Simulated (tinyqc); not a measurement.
# Charge centroid from charge and shift

Problem. A sheet of N electrons in the storage layer of a charge-trap cell shifts the threshold by U = (q/eps0) N (tb/eb + xc tn/en). Find xc and the distance xc tn from the blocking layer.

Values chosen for this exercise:
- tn = 6.2 nm (storage layer)
- en = 7.1 (its relative permittivity)
- tb = 7.1 nm (blocking layer)
- eb = 3.9 (its relative permittivity)

Constants: q = 1.602176634e-19 C, eps0 = 8.8541878128e-14 F/cm where lengths are in cm. Results are converted to the units shown.

N = 8.8e12 cm^-2
U = 3.3995200 V

Solution. U eps0/(q N) is the electrical distance from the gate; subtract that of the blocking layer.

xc = 0.360
distance = 2.23 nm

Computed by the program tinyqc: `OMP_NUM_THREADS=1 python tinyqc.py 2130012 2130013 out.jsonl`, one thread of a shared Intel Xeon 2.30GHz, about 0.03 s for the whole run.
